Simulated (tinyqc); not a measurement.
Frequency dispersion of an accumulation capacitance by border traps, distributed model: two steps of the calculation.

Traps spread evenly through the insulator exchange electrons with the semiconductor by tunnelling, with tau(x) = t0 exp(2 ka x) at depth x from the interface. The admittance per area Y seen at depth x obeys dY/dx = -Y^2/(i w eps0 eox) + q Nb ln(1 + i w tau)/tau, with Y(0) = i w Cs and w = 2 pi f; the gate sees Y(tox) = G + i w C. Working variable y = Y/(i w), in uF/cm^2. Cox = eps0 eox/tox.

Parameters, values chosen for the exercise; permittivity close to that of aluminium oxide:
- eox = 8.42 (relative permittivity of the insulator)
- tox = 8 nm (insulator thickness)
- Cs = 6.7 uF/cm^2 (semiconductor capacitance in accumulation)
- Nb = 1.5e20 cm^-3 eV^-1 (density of border traps)
- ka = 4.8 1/nm (decay constant of the wave function in the insulator)
- t0 = 1e-10 s (time constant of a trap at the interface)
- f = 10000 Hz (frequency)
- xe = 1.8 nm (depth down to which the steps are taken)

Constants: q = 1.602176634e-19 C, eps0 = 8.8541878128e-14 F/cm where lengths are in cm. Results are converted to the units shown.

Task 1. Scales and lumped estimate. Cox; trap-free value 1/(1/Cox + 1/Cs); response depth d = ln(1/(w t0))/(2 ka), where w tau = 1; lumped estimate: all traps within d act as C_bt = q Nb d placed at d/2, so C = 1/{1/[1/(1/Cs + d/(2 eps0 eox)) + C_bt] + (tox - d/2)/(eps0 eox)}.

Find: Cox; trap-free C; d; C_bt; lumped C.

Result 1.

Cox = 0.9319 uF/cm^2
trap-free C = 0.8181 uF/cm^2
d = 1.248 nm
C_bt = 2.998 uF/cm^2
lumped C = 0.8877 uF/cm^2

The traps within reach amount to 0.448 Cs and lie in the first 15.6 % of the insulator.

Task 2. Capacitance and conductance at the gate. Beyond xe the traps are ignored, so 1/y(tox) = 1/y(xe) + (tox - xe)/(eps0 eox); C = Re y, G/w = -Im y, loss tangent G/(w C).

y at xe = 3.6660078-0.2322240i uF/cm^2

Give: y at the gate; C; G/w; loss tangent.

Result 2.

y at the gate = 0.9061-0.0141i uF/cm^2
C = 0.9061 uF/cm^2
G/w = 0.01413 uF/cm^2
loss tangent = 0.01560

Numbers from tinyqc (`OMP_NUM_THREADS=1 python tinyqc.py 2202007 2202008 out.jsonl`; about 0.6 s on one thread of a shared Intel Xeon 2.30GHz).
